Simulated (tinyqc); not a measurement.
# Threshold of a short bulk MOSFET: charge sharing, barrier lowering, narrow width, step by step

tinyqc, about 0.01 s, one thread, Intel Xeon 2.30GHz (shared host): `OMP_NUM_THREADS=1 python tinyqc.py 2002207 2002208 out.jsonl` Printed values are rounded.

n-channel device on a p-type body, depletion approximation, full ionisation. Uniform doping N = Na. Vbi from Boltzmann statistics is rough for the degenerate source. Cox = eps0 eox/tox.

Values chosen for this exercise; band and dielectric values close to those of silicon:

| symbol | value | unit | meaning |
|---|---|---|---|
| T | 300 | K | temperature |
| Eg | 1.11 | eV | band gap |
| eps_r | 11.8 |  | relative permittivity |
| Nc | 2.81e19 | cm^-3 | conduction-band density of states at T |
| Nv | 2.62e19 | cm^-3 | valence-band density of states at T |
| eox | 3.9 |  | relative permittivity of the gate insulator (close to silicon dioxide) |
| tox | 3.2 | nm | insulator thickness |
| Na | 1.1e17 | cm^-3 | channel doping |
| Nsd | 1e20 | cm^-3 | source and drain doping |
| Vfb | -0.85 | V | flat-band voltage for the doping Na |
| xj | 24 | nm | junction depth |
| Vbs | 0 | V | body-source voltage |
| Vds | 0.05 | V | drain-source voltage |
| W | 400 | nm | gate width |
| xw | 0 |  | shape factor of the fringing depletion at the width edges |
| L | 220 | nm | channel length |

Constants: q = 1.602176634e-19 C, kB = 1.380649e-23 J/K, Vt = kB T/q, eps0 = 8.8541878128e-14 F/cm where lengths are in cm. Results are converted to the units shown.

## Long-channel threshold and scales

ni = sqrt(Nc Nv) exp(-Eg/(2 Vt)), Eg in volts; 2 pB = 2 Vt ln(N/ni); flat band Vfb - Vt ln(N/Na); Wd = sqrt(2 eps0 eps_r (2 pB - Vbs)/(q N)); body term q N Wd/Cox; long-channel VT0 = flat band + 2 pB + body term; Vbi = Vt ln(N Nsd/ni^2); scale length l = sqrt((eps_r/eox) tox Wd).

N = 1.1e17 cm^-3
2 pB = 0.825212 V
flat band = -0.85 V
Wd = 98.9149 nm
body term = 0.161548 V
VT0 = 0.136760 V
Vbi = 1.00133 V
l = 30.9467 nm

## Short-channel and narrow-width shifts

Charge sharing (trapezoid; it ignores Vds): F = (xj/L)(sqrt(1 + 2 Wd/xj) - 1), lowering = body term times F. Barrier lowering: th = exp(-L/(2 l)) + 2 exp(-L/l), lowering = th [2 (Vbi - 2 pB) + Vds], DIBL = th. Narrow width: rise = body term times xw Wd/W. VT by each model = VT0 - lowering + rise.

F = 0.222569
lowering by charge sharing = 35.9555 mV
th = 0.0302312
lowering of the barrier = 12.1599 mV
DIBL = 30.2312 mV/V
narrow-width rise = 0 mV
VT, charge sharing = 0.100805 V
VT, barrier lowering = 0.124600 V

L is 7.11 scale lengths. The charge-sharing lowering is 2.96 times the barrier lowering; the first falls off as 1/L and the second exponentially. Both describe the same loss of gate control, so they are alternatives and are not added.
